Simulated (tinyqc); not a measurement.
Classical Heisenberg spin chain: exact results, Metropolis, heat-bath and over-relaxation steps, and a Monte Carlo run: one step, computed by the program tinyqc. Command: `OMP_NUM_THREADS=1 python tinyqc.py 3130535 3130536 out.jsonl heismc walk`. One thread of a shared host (Intel(R) Xeon(R) Processor @ 2.30GHz), about 0.2 s of CPU time with the checks.

E = -J sum_i s_i . s_(i+1) for unit vectors s_i on an open chain; K = J/(k_B T).

Question. Four single-spin steps. The given spins are first normalised. Spins 2 and 3 are updated in turn, with h = K (sum of the two neighbours). Trial spin with z = 2 r1 - 1 and azimuth 2 pi r2; it is accepted if r3 < min(1, exp(h . s_trial - h . s_old)).

Inputs (values chosen for the exercise, for a model chain of large moments): temperature T = 161 K.

Update: Metropolis.

four neighbouring spins (rows; components x, y, z):
$$\begin{pmatrix}
0.8667 & -0.4983 & 0.0234 \\
0.4726 & 0.8799 & 0.0490 \\
-0.4552 & -0.4497 & 0.7685 \\
-0.6685 & 0.1621 & 0.7258
\end{pmatrix}$$

random numbers, one row a step:
$$\begin{pmatrix}
0.7426 & 0.4867 & 0.7474 \\
0.4646 & 0.1020 & 0.5132 \\
0.5423 & 0.5407 & 0.4052 \\
0.1703 & 0.7241 & 0.7895
\end{pmatrix}$$

K = -1.225322

Give: the table «Steps» with the columns |h|, h . s before, h . s trial, acceptance, accepted, x, y, z.

Answer.

Steps:
```
spin    |h|  h . s before  h . s trial  acceptance  accepted        x        y         z
2     1.595         0.736        0.053       0.505        no   0.4726   0.8799   0.04900
3     1.609        -0.265       -0.502       0.788       yes   0.7996   0.5964  -0.07080
2     2.046        -1.068        2.003       1.000       yes  -0.9640  -0.2520   0.08460
3     2.236         1.735        0.329       0.245        no   0.7996   0.5964  -0.07080
```
